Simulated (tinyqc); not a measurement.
Empirical pseudopotential in a few plane waves, step by step. Computed by tinyqc, a small Python program that keeps every step. Settings: plane-wave index or count = 15. Command: `OMP_NUM_THREADS=1 python tinyqc.py 30673 30674 out.jsonl` (the two numbers bound the seeds that draw the settings). One thread of a shared host (Intel(R) Xeon(R) Processor @ 2.60GHz), about 0.2 s of CPU time with the checks.

## Bloch Hamiltonian at G

Parameters chosen for this model: fcc lattice, atoms at +/- a/8 (1,1,1); form factors in rydberg at |G|^2 in units of (2 pi/a)^2:
```
parameter                 value      unit
a                      5.850000  angstrom
VS(3)                 -0.193000        Ry
VS(8)                 -0.004000        Ry
VS(11)                 0.067000        Ry
VA(3)                  0.098000        Ry
VA(4)                  0.080000        Ry
VA(11)                 0.013000        Ry
hbar^2/2m (2 pi/a)^2   4.395122        eV
```

k point G (2 pi / a): [0, 0, 0]

Basis: the 15 shortest G (labels in 2 pi/a), the same at every k. H(G,G') = c |k + G|^2 delta + VS(|G-G'|^2) cos((G-G').tau) + i VA sin((G-G').tau), tau = a/8 (1,1,1); 1 Ry = 13.605693 eV.

H(k) at G (eV), order +0+0+0, -1-1-1, -1-1+1, -1+1-1, -1+1+1, +1-1-1, +1-1+1, +1+1-1, +1+1+1, -2+0+0, +0-2+0, +0+0-2, +0+0+2, +0+2+0, +2+0+0:
```
[[0.00000, 1.85679+0.94283i, -1.85679+0.94283i, -1.85679+0.94283i, -1.85679-0.94283i, -1.85679+0.94283i, -1.85679-0.94283i, -1.85679-0.94283i, 1.85679-0.94283i, 0.00000+1.08846i, 0.00000+1.08846i, 0.00000+1.08846i, 0.00000-1.08846i, 0.00000-1.08846i, 0.00000-1.08846i],
 [1.85679-0.94283i, 13.18537, 0.00000-1.08846i, 0.00000-1.08846i, 0.05442, 0.00000-1.08846i, 0.05442, 0.05442, 0.00000, -1.85679-0.94283i, -1.85679-0.94283i, -1.85679-0.94283i, -0.64459+0.12507i, -0.64459+0.12507i, -0.64459+0.12507i],
 [-1.85679-0.94283i, 0.00000+1.08846i, 13.18537, -0.05442, 0.00000-1.08846i, -0.05442, 0.00000-1.08846i, 0.00000, 0.05442, -1.85679+0.94283i, -1.85679+0.94283i, 0.64459+0.12507i, 1.85679-0.94283i, -0.64459-0.12507i, -0.64459-0.12507i],
 [-1.85679-0.94283i, 0.00000+1.08846i, -0.05442, 13.18537, 0.00000-1.08846i, -0.05442, 0.00000, 0.00000-1.08846i, 0.05442, -1.85679+0.94283i, 0.64459+0.12507i, -1.85679+0.94283i, -0.64459-0.12507i, 1.85679-0.94283i, -0.64459-0.12507i],
 [-1.85679+0.94283i, 0.05442, 0.00000+1.08846i, 0.00000+1.08846i, 13.18537, 0.00000, -0.05442, -0.05442, 0.00000-1.08846i, 1.85679+0.94283i, -0.64459+0.12507i, -0.64459+0.12507i, -1.85679-0.94283i, -1.85679-0.94283i, 0.64459-0.12507i],
 [-1.85679-0.94283i, 0.00000+1.08846i, -0.05442, -0.05442, 0.00000, 13.18537, 0.00000-1.08846i, 0.00000-1.08846i, 0.05442, 0.64459+0.12507i, -1.85679+0.94283i, -1.85679+0.94283i, -0.64459-0.12507i, -0.64459-0.12507i, 1.85679-0.94283i],
 [-1.85679+0.94283i, 0.05442, 0.00000+1.08846i, 0.00000, -0.05442, 0.00000+1.08846i, 13.18537, -0.05442, 0.00000-1.08846i, -0.64459+0.12507i, 1.85679+0.94283i, -0.64459+0.12507i, -1.85679-0.94283i, 0.64459-0.12507i, -1.85679-0.94283i],
 [-1.85679+0.94283i, 0.05442, 0.00000, 0.00000+1.08846i, -0.05442, 0.00000+1.08846i, -0.05442, 13.18537, 0.00000-1.08846i, -0.64459+0.12507i, -0.64459+0.12507i, 1.85679+0.94283i, 0.64459-0.12507i, -1.85679-0.94283i, -1.85679-0.94283i],
 [1.85679+0.94283i, 0.00000, 0.05442, 0.05442, 0.00000+1.08846i, 0.05442, 0.00000+1.08846i, 0.00000+1.08846i, 13.18537, -0.64459-0.12507i, -0.64459-0.12507i, -0.64459-0.12507i, -1.85679+0.94283i, -1.85679+0.94283i, -1.85679+0.94283i],
 [0.00000-1.08846i, -1.85679+0.94283i, -1.85679-0.94283i, -1.85679-0.94283i, 1.85679-0.94283i, 0.64459-0.12507i, -0.64459-0.12507i, -0.64459-0.12507i, -0.64459+0.12507i, 17.58049, -0.05442, -0.05442, 0.05442, 0.05442, 0.00000],
 [0.00000-1.08846i, -1.85679+0.94283i, -1.85679-0.94283i, 0.64459-0.12507i, -0.64459-0.12507i, -1.85679-0.94283i, 1.85679-0.94283i, -0.64459-0.12507i, -0.64459+0.12507i, -0.05442, 17.58049, -0.05442, 0.05442, 0.00000, 0.05442],
 [0.00000-1.08846i, -1.85679+0.94283i, 0.64459-0.12507i, -1.85679-0.94283i, -0.64459-0.12507i, -1.85679-0.94283i, -0.64459-0.12507i, 1.85679-0.94283i, -0.64459+0.12507i, -0.05442, -0.05442, 17.58049, 0.00000, 0.05442, 0.05442],
 [0.00000+1.08846i, -0.64459-0.12507i, 1.85679+0.94283i, -0.64459+0.12507i, -1.85679+0.94283i, -0.64459+0.12507i, -1.85679+0.94283i, 0.64459+0.12507i, -1.85679-0.94283i, 0.05442, 0.05442, 0.00000, 17.58049, -0.05442, -0.05442],
 [0.00000+1.08846i, -0.64459-0.12507i, -0.64459+0.12507i, 1.85679+0.94283i, -1.85679+0.94283i, -0.64459+0.12507i, 0.64459+0.12507i, -1.85679+0.94283i, -1.85679-0.94283i, 0.05442, 0.00000, 0.05442, -0.05442, 17.58049, -0.05442],
 [0.00000+1.08846i, -0.64459-0.12507i, -0.64459+0.12507i, -0.64459+0.12507i, 0.64459+0.12507i, 1.85679+0.94283i, -1.85679+0.94283i, -1.85679+0.94283i, -1.85679-0.94283i, 0.00000, 0.05442, 0.05442, -0.05442, -0.05442, 17.58049]]
```

## Levels at G

Diagonalise the Hermitian matrix.

eigenvalues (eV): [-3.78040, 9.14850, 9.14850, 9.14850, 10.27964, 13.96808, 13.96808, 13.96808, 16.56618, 17.68933, 17.68933, 20.34158, 20.94349, 20.94349, 20.94349]

## Bands along a path

The same steps at evenly spaced points between the labelled ones.

Bands along the path (eV), lowest eight:
```
k           band 1   band 2   band 3   band 4    band 5    band 6    band 7    band 8
L         -2.31022  4.05172  8.74738  8.74738  11.09848  14.32757  14.32757  15.88774
L-G 0.20  -2.67136  4.52698  8.68423  8.68423  11.11497  14.32994  14.32994  15.97611
L-G 0.40  -3.09085  5.46232  8.75030  8.75030  11.31066  14.47423  14.47423  15.66337
L-G 0.60  -3.45572  6.70634  8.90502  8.90502  11.52204  14.33164  14.45928  14.45928
L-G 0.80  -3.69677  8.10590  9.07297  9.07297  11.11527  13.79404  14.14780  14.14780
G         -3.78040  9.14850  9.14850  9.14850  10.27964  13.96808  13.96808  13.96808
G-X 0.20  -3.66885  8.06896  8.89730  8.89730  11.45448  13.30434  14.44349  14.44349
G-X 0.40  -3.34686  6.75751  8.38399  8.38399  11.97051  12.96809  15.25611  15.61896
G-X 0.60  -2.85782  5.62190  7.92351  7.92351  11.20051  12.28259  16.46649  17.16296
G-X 0.80  -2.29355  4.73089  7.66883  7.66883  10.63179  11.52812  18.56215  18.93111
X         -1.81546  4.23142  7.68568  7.68568  10.45382  11.29632  20.80381  20.90272
```

With 4 band(s) filled, the highest filled level on these points lies at G and the lowest empty one at G: a gap of 1.1311 eV, direct. This holds for the small fixed basis; with all plane waves up to |k + G|^2 = 21 (2 pi/a)^2 the gap along the path is 1.50 eV.

## Convergence with the number of plane waves

Levels at G counted from the fourth one.

Levels (eV):
```
plane waves    level 1  level 5  level 8
9            -14.84539  0.02015  2.17691
15           -12.92890  1.13114  4.81958
27           -12.11369  1.53884  5.17198
51           -11.76865  1.43784  5.42485
59           -11.73726  1.47363  5.26399
65           -11.73496  1.47658  5.23712
89           -11.72592  1.48328  5.23792
```
